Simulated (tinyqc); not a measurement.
Worked calculation: Finnis-Sinclair potential for a bcc metal: fit to cohesion and elasticity, then vacancy, surfaces and structure. Computed by tinyqc, a small Python program that keeps every step. Command: `OMP_NUM_THREADS=1 python tinyqc.py 3111308 3111309 out.jsonl fsfit walk`. One thread of a shared host (Intel(R) Xeon(R) Processor @ 2.30GHz), about 0.01 s of CPU time with the checks. Intermediate numbers are printed to about 7 digits and carried at full precision; extremes and crossings named in words are read from the listed rows.

E = (1/2) sum V(r) - A sqrt(rho), rho = sum phi(r), phi = (r - d)^2 for r < d, V = (r - c)^2 (c0 + c1 r + c2 r^2) for r < c. In bcc the 8 first neighbours lie at sqrt(3) a/2 and the 6 second at a; both cut-offs lie below the third shell; Omega = a^3/2; E is per atom and z the number of atoms in a shell. The four constants A, c0, c1, c2 are fitted to E_c, zero pressure, B and C12 - C44 alone, so C44 and C11 - C12 are not matched singly; defects are unrelaxed.

Inputs (values chosen for the exercise, modelled on niobium):
```
quantity,value,unit
lattice constant a,3.3,angstrom
cohesive energy E_c,7.42,eV
target C11,243,GPa
target C12,135,GPa
target C44,28.5,GPa
density cut-off d/a,1.205,-
pair cut-off c/a,1.271,-
```

Constants: 1 eV/angstrom^3 = 160.2176634 GPa; 1 eV/angstrom^2 = 16.02176634 J/m^2.

## Density sums and the constant A

rho = sum z phi, rho1 = sum z r phi', rho2 = sum z r^2 phi''. At zero pressure the effective pair part V + 2 F' phi obeys C12 = C44, so C12 - C44 = F'' (rho1/3)^2/Omega with F'' = A/(4 rho^(3/2)); this gives A.

rho = 12.75633 angstrom^2

rho1 = -77.93940 angstrom^2

rho2 = 261.36 angstrom^2

A = 3.224988 eV/angstrom

## Three linear equations for c0, c1, c2

With v_k = (r - c)^2 r^k the rows are (1/2) sum z v_k, (1/2) sum z r v_k' and (1/2) sum z r^2 v_k''. With rho1 = sum z r phi' and rho2 = sum z r^2 phi'' the right-hand sides are: -E_c + A sqrt(rho) (cohesion); A rho1/(2 sqrt(rho)) (zero pressure); 9 B Omega + A [rho2/(2 sqrt(rho)) - rho1^2/(4 rho^(3/2))] with B = (C11 + 2 C12)/3.

matrix:
```
,c0,c1,c2
cohesion,9.5434,28.3346,84.4775
pressure,-48.2617,-117.4204,-273.4304
bulk modulus,130.6800,110.8461,-355.3691
```

right-hand side (eV): [4.0984, -35.1878, 183.1013]

## Solution

Solve the three equations.

c0, c1, c2 (eV/angstrom^2, eV/angstrom^3, eV/angstrom^4): [0.2720322, 0.6688898, -0.2065691]

## Elastic constants of the fitted potential

Second differences of E with strains of 1e-4: e_xx gives C11, (e_xx, e_yy) = (1, -1) gives 2 (C11 - C12), an engineering shear gives C44. B and C12 - C44 are fitted; the one combination left tests the choice of d.

C11 = 218.2723 GPa

C12 = 147.3639 GPa

C44 = 40.86387 GPa

error of C44 = 43.38199 %

error of C' = (C11 - C12)/2 = -34.34407 %

C44 comes out high and C' low: with B and C12 - C44 fixed, C44 + 2 C'/3 is fixed too, so the two errors have opposite signs.

## Unrelaxed vacancy

E_v = -A sum_shells z [sqrt(rho - phi(r)) - sqrt(rho)] - (1/2) sum z V(r): the neighbours lose one bond each, and the atom is put back in the bulk.

V at the two shells (eV): [0.8867325, 0.1838126]

phi at the two shells (angstrom^2): [1.251302, 0.457652]

vacancy energy E_v = 1.788765 eV

E_v/E_c = 0.2410734

A pair potential would give E_v = E_c; the square root lowers the ratio to 0.24.

## Unrelaxed surfaces

An atom in layer i below the surface keeps only neighbours no higher than the top layer; gamma = sum_i (E_i + E_c)/(area per surface atom), with layer spacings a/2, a/sqrt2 and areas a^2, a^2/sqrt2 for (100) and (110).

Excess energy by layer (eV):
```
face,layer 1,layer 2,layer 3
(100),0.943458,0.1166,0
(110),0.592637,0.0000,0
```

gamma(100) = 1.559596 J/m^2

gamma(110) = 1.233066 J/m^2

gamma(100)/gamma(110) = 1.26.

## bcc against fcc

E of each lattice against the volume per atom, as a multiple of Omega; all neighbours inside the cut-offs are summed.

Energies (eV/atom):
```
V/Omega,bcc,fcc,fcc less bcc (meV)
0.80,-6.963574,-6.841634,121.9400
0.84,-7.138095,-6.991687,146.4083
0.88,-7.266902,-7.114671,152.2312
0.92,-7.354280,-7.207068,147.2118
0.96,-7.404126,-7.268531,135.5941
1.00,-7.420000,-7.304719,115.2813
1.05,-7.397021,-7.320351,76.6691
1.10,-7.331863,-7.297890,33.9731
1.20,-7.095700,-7.147621,-51.9210
```

The lowest fcc row, at V/Omega = 1.05, lies +100 meV from the bcc minimum: the fit keeps bcc stable, though nothing in it asked for that.

Checks made by the program: B and C12 - C44 recovered (relative difference 4e-08).
